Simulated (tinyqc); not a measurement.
Inputs raised by 5 %, one at a time: nucleation and growth of vacancy voids in a cooling silicon-like crystal. Computed by tinyqc, a small Python program. Command: `OMP_NUM_THREADS=1 python tinyqc.py 3015322 3015323 out.jsonl voids sens`. One thread of a shared host (Intel(R) Xeon(R) Processor @ 2.30GHz), about 0.4 s of CPU time with the checks.

Spherical voids; vacancies are lost only to voids.

Inputs (values chosen for the exercise, close to those used for silicon):
```
quantity                                    value    unit
vacancy density at the melting point C_m  6.1e+14  1/cm^3
formation energy E_f                         3.95      eV
melting point T_m                            1685       K
diffusion prefactor D0                     0.0016  cm^2/s
migration energy E_m                         0.37      eV
site density rho                            5e+22  1/cm^3
void surface energy gamma                   0.817   J/m^2
cooling rate q                                2.9   K/min
vacancy excess C0                         3.7e+13  1/cm^3
temperature of the worked step T             1405       K
temperature step                            0.125       K
```

Vacancy supply: given.

Constants: k_B = 8.617333262e-05 eV/K; k_B = 1.380649e-23 J/K; e = 1.602176634e-19 C.

Method:
- C = C0 as given.
- C_e = C_m exp[-(E_f/k_B)(1/T - 1/T_m)]; D = D0 exp(-E_m/(k_B T)); f = k_B T ln(C/C_e); r* = 2 gamma/(rho f); W* = 16 pi gamma^3/(3 rho^2 f^2); Z = f/sqrt(12 pi W* k_B T); I = rho Z (4 pi r* D C) exp(-W*/(k_B T)).
- March down from 1500 K in steps dT, dt = dT/q, with values at the upper end of each step: a class of I dt voids is born with r*; then all classes grow by r^2 += 2 D (C - C_e) dt/rho; C falls by the vacancies added to voids. Stop at 1150 K. T_n is the T of the largest I, N the final count (classes under 1e-6 /cm^3 are dropped), and the mean radius the number average.

Runs:
```
input moved                                           from         to  void density N (1/cm^3)  mean radius (nm)  rate I (1/(cm^3 s))  W*/(k_B T)
base run                                                 -          -               1.0780e+06            54.373           1.0996e-07      73.012
vacancy density at the melting point C_m (1/cm^3)  6.1e+14  6.405e+14               1.0899e+06            54.173           6.5721e-09      75.811
formation energy E_f (eV)                             3.95     4.1475               1.0976e+06            54.055           5.6696e-02      59.957
diffusion prefactor D0 (cm^2/s)                     0.0016    0.00168               1.0033e+06            55.691           1.1546e-07      73.012
void surface energy gamma (J/m^2)                    0.817    0.85785               1.0680e+06            54.503           1.0779e-12      84.521
cooling rate q (K/min)                                 2.9      3.045               1.1582e+06            53.087           1.0996e-07      73.012
vacancy excess C0 (1/cm^3)                         3.7e+13  3.885e+13               1.0414e+06            55.907           1.6587e-06      70.366
```

Exponents ln(y'/y) / ln(x'/x):
```
input                                     void density N  mean radius    rate I  W*/(k_B T)
vacancy density at the melting point C_m           0.226       -0.076   -57.743       0.771
formation energy E_f                               0.370       -0.121   269.584      -4.037
diffusion prefactor D0                            -1.471        0.491     1.000       0.000
void surface energy gamma                         -0.191        0.049  -236.378       3.000
cooling rate q                                     1.471       -0.491     0.000       0.000
vacancy excess C0                                 -0.708        0.570    55.618      -0.757
```

Which inputs matter most for each result?

Among the inputs moved here: void density N answers most in size to diffusion prefactor D0 (exponent -1.471), and about equally to cooling rate q (+1.471). Its exponent -1.471 in diffusion prefactor D0: only q/D matters. Its exponent +1.471 in cooling rate q: the scaling law of burst nucleation. Mean radius answers most in size to vacancy excess C0 (exponent +0.570), next to diffusion prefactor D0 (+0.491). Its exponent +0.491 in diffusion prefactor D0: only q/D matters. Its exponent -0.491 in cooling rate q: fixed volume shared among q^(3/2) voids. Rate I answers most in size to formation energy E_f (exponent +269.584), next to void surface energy gamma (-236.378); its exponent is below 0.0005 for cooling rate q. W*/(k_B T) answers most in size to formation energy E_f (exponent -4.037), next to void surface energy gamma (+3.000); its exponent is below 0.0005 for diffusion prefactor D0, cooling rate q.
